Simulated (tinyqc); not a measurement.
## Four-point probe at the centre of a round wafer

Four collinear probes with spacing s at the centre of a thin disc of diameter d with an insulating edge: Rs = C V/I, C = pi/{ln 2 + ln[((d/s)^2 + 3)/((d/s)^2 - 3)]}; C tends to pi/ln 2 = 4.5324. x = d/s.

Inputs (values chosen for the exercise):
```
symbol   value        unit                     meaning
ns      1.1e13       cm^-2  sheet density of the layer
mu         140  cm^2/(V s)              drift mobility
I           10          uA                     current
```

Constants: q = 1.602176634e-19 C. Results are converted to the units shown.

Four-point probe at the centre of a round wafer:
```
x	C	C over its limit	V for Rs = 1/(q ns mu) (mV)
3.5	2.633	0.5810	15.39
4	2.929	0.6462	13.84
5	3.362	0.7419	12.05
7.5	3.927	0.8665	10.32
10	4.171	0.9203	9.716
15	4.364	0.9630	9.286
20	4.436	0.9788	9.136
40	4.508	0.9946	8.991
100	4.528	0.9991	8.950
```

C rises from 2.633 to 4.528. Using 4.5324 overstates Rs by 72.1 % in the first row and by under 1 % from d/s = 40 on among the rows.

Computed by the program tinyqc: `OMP_NUM_THREADS=1 python tinyqc.py 2850146 2850147 out.jsonl`, one thread of a shared Intel Xeon 2.30GHz, about 0.01 s for the whole run.
